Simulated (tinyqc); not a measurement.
From results back to parameters: density of states of one tight-binding band on the simple cubic lattice. Two cases, with inputs chosen for the exercise.

Problem. For E(k) = -2 t (c1 + c2 + c3) - 4 t2 (c1 c2 + c2 c3 + c3 c1), ci = cos(2 pi ki), two differences between symmetry points are known: Gamma = (0, 0, 0), X = (1/2, 0, 0), M = (1/2, 1/2, 0), R = (1/2, 1/2, 1/2).

Case 1.

E(X) - E(Gamma) = 6.3200 eV
E(M) - E(X) = 9.0400 eV

Case 2.

E(X) - E(Gamma) = 7.5200 eV
E(M) - E(X) = 7.0400 eV

Find: t; t2; E(R) - E(M).

Solution. E(Gamma) = -6t - 12 t2, E(X) = -2t + 4 t2, E(M) = 2t + 4 t2, E(R) = 6t - 12 t2.

Case 1.

t = 2.260 eV
t2 = -0.170 eV
E(R) - E(M) = 11.760 eV

Case 2.

t = 1.760 eV
t2 = 0.030 eV
E(R) - E(M) = 6.560 eV

Computed by tinyqc, one run a case: `OMP_NUM_THREADS=1 python tinyqc.py N N+1 out.jsonl` with N = 1650111, 1650116; one thread of a shared Intel(R) Xeon(R) Processor @ 2.30GHz, about 0.2 s a run at most.
